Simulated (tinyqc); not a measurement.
Electroplating on a thin resistive seed layer: kinetics, Wagner number and the terminal effect across a wafer: one step, computed by the program tinyqc.

Current enters the seed at the rim. The bath is treated as a local resistance per area (no lateral flow in the liquid), two electrons per ion, molar volume 7.11 cm^3/mol, Faraday constant F = e N_A, kinematic viscosity 0.01 cm^2/s, omega = 2 pi x rpm/60; k_B T/e is in volts.

Question. Linear estimate of the terminal effect. Linearised: with R_t = kinetic + bath resistance the current density obeys (1/r)(r i')' = i R_s/R_t, so i = A I_0(r/l), l = sqrt(R_t/R_s); with x = R/l, edge/centre = I_0(x) and edge/mean = x I_0(x)/(2 I_1(x)). Voltage drop in the seed for a uniform current: i R_s R^2/4.

Inputs (values chosen for the exercise, of the order of those for copper plating from an acid sulfate bath): wafer radius R = 15 cm; mean current density = 17 mA/cm^2; temperature T = 298 K.

kinetic resistance = 2.323951 ohm cm^2

bath resistance R_b = 39.13043 ohm cm^2

sheet resistance R_s = 0.8387097 ohm/square

Give: length l; x = R/l; edge over centre, linear; edge over mean, linear; drop for uniform current.

Answer.

length l = 7.030 cm

x = R/l = 2.134

edge over centre, linear = 2.506

edge over mean, linear = 1.485

drop for uniform current = 802.0 mV
